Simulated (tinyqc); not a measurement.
The product rho l across metals: free and nearly free electrons in a metal.

Constants: hbar^2/2m0 = 3.80998211 eV angstrom^2; hbar = 6.58211957e-16 eV s.

Free electrons with m = 1; fcc cells hold 4 atoms and bcc cells 2; n = atoms z/a^3, kF = (3 pi^2 n)^(1/3), rho l = hbar kF/(n e^2), e = 1.602176634e-19 C. Inputs are chosen for the exercise.

Results:
```
case     lattice  a (angstrom)  z  rho (micro-ohm cm)  kF (1/angstrom)  EF (eV)  l (nm)  rho l (1e-16 ohm m^2)
near Na      bcc         4.229  1                4.62            0.922     3.24    31.0                  14.32
near K       bcc         5.220  1                6.82            0.747     2.12    32.0                  21.82
near Cu      fcc         3.628  1                1.52            1.354     6.98    43.7                   6.64
near Li      bcc         3.485  1                9.87            1.118     4.77     9.9                   9.72
near Ca      fcc         5.569  2                3.32            1.111     4.70    29.7                   9.85
near Ag      fcc         4.071  1                1.73            1.206     5.54    48.3                   8.36
```

What can be read from this table?

rho l falls as n^(-2/3): it is lowest for the case near Cu and highest for near K. The lowest bulk rho belongs to near Cu; the same case wins for narrow wires. Real Fermi surfaces depart from spheres, most for the polyvalent and noble metals.

Computed by tinyqc, a small Python program: `OMP_NUM_THREADS=1 python tinyqc.py 1652520 1652521 out.jsonl` (the numbers bound the seed that draws the inputs); one thread of a shared host (Intel(R) Xeon(R) Processor @ 2.30GHz), about 0.01 s for the whole set of steps.
